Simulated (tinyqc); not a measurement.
Input admittance of a MOSFET at zero drain bias: distributed channel and distributed gate: one step of the calculation.

Source and drain grounded, strong inversion, w = 2 pi f, Cox = eps0 eox/tox. The channel is an RC line of resistance 1/(mu Cox Vo) per square fed from both ends, so one finger has the intrinsic admittance y = i w Cox L tanh(g)/g per width, g = (1/2) sqrt(i w tau), tau = L^2/(mu Vo). The vertical resistance rv/L is in series with y, the overlaps 2 i w Cov in parallel: y_t = 1/(1/y + rv/L) + 2 i w Cov. The gate strip is a line of Rsh/L per length loaded by y_t, so a finger has Y = y_t Wf tanh(k)/k, k = (Wf/sd) sqrt(y_t Rsh/L); the device has Nf Y.

Problem. Admittance of the channel and stack per width. tau, g, c = Cox L, y and y_t as defined.

Inputs (values chosen for the exercise); values of the order met in silicon radio-frequency transistors: relative permittivity of the gate insulator (close to silicon dioxide) eox = 3.9; insulator thickness tox = 6.3 nm; channel length L = 0.35 um; channel mobility mu = 240 cm^2/(V s); gate overdrive Vo = 0.27 V; vertical resistivity of the gate stack rv = 0 ohm um^2; overlap and fringe capacitance on each side Cov = 0.37 fF/um; frequency f = 13 GHz.

Constants: eps0 = 8.8541878128e-14 F/cm where lengths are in cm. Results are converted to the units shown.

Give: tau; g; c; y; y_t.

Solution.

tau = 18.90 ps
g = 0.4393+0.4393i
c = 1.918 fF/um
y = 19.7+153.7i uS/um
y_t = 19.7+214.1i uS/um

w tau = 1.54, and Im y is 0.981 of w c.

tinyqc, about 0.01 s, one thread, Intel Xeon 2.30GHz (shared host): `OMP_NUM_THREADS=1 python tinyqc.py 2262078 2262079 out.jsonl`
